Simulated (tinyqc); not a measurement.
Inside a calculation. Model: adsorption as a lattice gas: isotherms with interactions, competition, desorption peaks and saturation dose. Computed by tinyqc, a small Python program that keeps every step. Command: `OMP_NUM_THREADS=1 python tinyqc.py 3012376 3012377 out.jsonl adsorb walk`. One thread of a shared host (Intel(R) Xeon(R) Processor @ 2.30GHz), about 0.2 s of CPU time with the checks. Intermediate numbers are printed to about 7 digits and carried at full precision; extremes and crossings named in words are read from the listed rows.

One adsorbate per site; a molecule needs 1 empty site. Gas and surface have the same temperature.

Inputs (values chosen for the exercise, for a model surface):
```
quantity                                        value    unit
desorption energy E                              2.29      eV
prefactor nu                                    2e+14     1/s
pair energy w (positive repels)                 0.071      eV
neighbours z                                        4       -
site density N_s                                   12  1/nm^2
molecular mass M                                  195       u
sticking coefficient s0                          0.34       -
temperature T                                     974       K
pressure p                                        9.5      Pa
blocking by a second gas, K_B p_B                0.77       -
heating rate beta                                 0.9     K/s
aspect ratio a (depth over diameter) of a hole      5       -
```

Adsorption: molecular (first order).

Constants: u = 1.6605390666e-27 kg; k_B = 1.380649e-23 J/K; k_B = 8.617333262e-05 eV/K.

## Flux and the Langmuir coverage

Flux F = p/sqrt(2 pi M k_B T); k_d = nu exp(-E/(k_B T)); s0 F (1 - theta) = N_s k_d theta, so y = s0 F/(N_s k_d), theta = y/(1 + y). With a second gas on the same sites theta = y/(1 + y + K_B p_B).

flux F = 57434.22 1/(nm^2 s)

k_d = 283.0476 1/s

y = 5.749219

Langmuir coverage = 0.8518347

coverage with the second gas = 0.7646032

## Coverage with interactions

With u = w/(k_B T). Mean field: theta/(1 - theta) = y exp(-z u theta). Quasi-chemical: theta/(1 - theta) = y [(r - 1 + 2 theta)(1 - theta)/((r + 1 - 2 theta) theta)]^(-z/2) exp(-z u/2), r = sqrt(1 - 4 theta (1 - theta)(1 - exp(-u))).

u = 0.8459146

coverage, mean field = 0.5077512

coverage, quasi-chemical = 0.5069699

Repulsion lowers the coverage from 0.8518. Both theories put half coverage at ln y = z u/2 = 1.692; here ln y = 1.749.

## Isotherms

The formulas are those given above.

Coverage; the first column is ln y - z u/2:
```
ln y - z u/2  no interaction  mean field  quasi-chemical
-5.0               0.0352919   0.0318056       0.0327637
-3.0               0.2127931   0.1428752       0.1533661
-2.0               0.4235613   0.2436696       0.2592802
-1.0               0.6663737   0.3663674       0.3783347
-0.5               0.7670680   0.4325074       0.4391176
0.0                0.8444646   0.5000000       0.5000000
0.5                0.8995134   0.5674926       0.5608824
1.0                0.9365428   0.6336326       0.6216653
2.0                0.9756798   0.7563304       0.7407198
3.0                0.9909134   0.8571248       0.8466339
5.0                0.9987605   0.9681944       0.9672363
```

At half coverage the slope d theta/d ln y is 1/4 without interaction, 1/(4 + z u) = 0.135 in mean field and 0.122 in the pair theory, 1/[4 + 2 z (exp(u/2) - 1)]. Repulsion spreads the filling over a wider range of pressure; the two theories differ by at most 0.016 in these rows.

## Desorption peak without interaction

The peak obeys E/(k_B T_p^2) = (nu/beta) exp(-E/(k_B T_p)) exactly. Redhead's shortcut, with the constant 3.46 (3.64 is also in use), reads E back as k_B T_p [ln(nu' T_p/beta) - 3.46], nu' = nu.

peak temperature T_p = 737.1024 K

E by Redhead's shortcut = 2.297938 eV

The shortcut misses by +0.35 %, since 3.46 stands for ln(E/(k_B T_p)) = 3.58. A prefactor wrong by a factor 100 would shift E by 0.293 eV.

## Peak against initial coverage

Heating at the rate beta: d theta/dT = -(nu/beta) theta^1 exp(-[E - z w theta]/(k_B T)). Integrated numerically (relative tolerance 1e-9); T_p is the maximum of the rate.

Peak temperatures (K):
```
theta_0     w = 0    with w
0.1      737.1024  730.2514
0.3      737.1024  716.2269
0.5      737.1024  701.7444
0.7      737.1024  686.8004
0.9      737.1024  671.4144
```

Without interaction the peak does not move; with w it moves by -58.8 K, so repulsion in first order mimics second-order kinetics.

## Dose to saturate, flat and in a hole

Without desorption or interaction, 99 % coverage needs the time (N_s/(s0 F)) ln 100. For a round hole of aspect ratio a in molecular flow with unit sticking (Gordon), the time is N_s/F x [1 + (19/4) a + (3/2) a^2]. The larger of the two times is a rough guide.

time on a flat surface = 0.002829941 s

time for the hole = 0.01300618 s

The hole is limited by transport: for deep holes the dose grows as a^2. Caution: with k_d = nu exp(-E/(k_B T)) of these inputs desorption is not negligible over the time on a flat surface, so without interaction 99 % coverage is not reached.

Checks made by the program: quasi-chemical form at low coverage and at the symmetry point (relative difference 1e-07); T_p against the integrated rate equation (relative difference 1e-09).
